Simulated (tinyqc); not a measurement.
LED efficiency against current.

ABC model of an LED: J = q da (A n + Ba n^2 + Ca n^3), IQE = Ba n^2/(A n + Ba n^2 + Ca n^3), differential lifetime 1/(A + 2 Ba n + 3 Ca n^2).

Values chosen for this exercise:
```
symbol,value,unit,meaning
A,3.8e6,1/s,defect coefficient of the active layer
Ba,5.9e-12,cm^3/s,radiative coefficient of the active layer
Ca,1.7e-30,cm^6/s,Auger coefficient of the active layer
da,65,nm,thickness of the active layer
```

Constants: q = 1.602176634e-19 C. Results are converted to the units shown.

LED efficiency against current:
```
J (A/cm^2)  n (cm^-3)  IQE (%)  defect share (%)  Auger share (%)  differential lifetime (ns)
0.09         2.199e16    3.300             96.68          0.02091                       246.2
0.4          8.858e16    12.05             87.64           0.3077                       204.7
1            1.922e17    22.69             76.05            1.257                       159.8
6            6.740e17    46.52             44.45            9.033                       71.08
30           1.618e18    53.64             21.35            25.01                       27.58
100          2.823e18    48.98             11.17            39.85                       12.86
400          5.027e18    38.81             4.973            56.21                       5.209
2000         9.313e18    26.65             1.843            71.51                       1.798
8000         1.541e19    18.24            0.7623            81.00                      0.7159
```

What does the comparison show?

The IQE goes from 3.30 through a maximum of 53.6 (at J = 30 A/cm^2 among the rows listed) to 18.2 %. The exact peak, Q/(Q + 2) = 53.7 % with Q = Ba/sqrt(A Ca) = 2.32, lies at n = sqrt(A/Ca) = 1.50e18 cm^-3, J = 25.6 A/cm^2, where the defect and Auger shares are equal. n goes as J^(0.93) at the low end and J^(0.36) at the high end.

tinyqc, about 0.01 s, one thread, Intel Xeon 2.30GHz (shared host): `OMP_NUM_THREADS=1 python tinyqc.py 2300130 2300131 out.jsonl`
